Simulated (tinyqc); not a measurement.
Weibull analysis of times to dielectric breakdown, with area scaling: one step of the calculation.

Breakdown times follow F(t) = 1 - exp(-(t/t63)^beta). The 9 times below were drawn at random from beta = 1.8, t63 = 25 s and are treated as data; all samples failed.

Problem. Likelihood estimate of beta. Maximum likelihood: a(beta) = 1/beta with a = sum t^beta ln t/sum t^beta - mean ln t. Newton step: beta(new) = beta - [a - 1/beta]/[v + 1/beta^2], v the variance of ln t under the weights t^beta.

t, i 1 to 9 (s): 14.6  16.4  23.5  23.7  26.7  28.9  29.7  32.7  33.2
beta at the start = 3.7

Find: beta after iteration 1.

Solution.

beta after iteration 1 = 4.7111

tinyqc, about 0.01 s, one thread, Intel Xeon 2.30GHz (shared host): `OMP_NUM_THREADS=1 python tinyqc.py 2070061 2070062 out.jsonl`
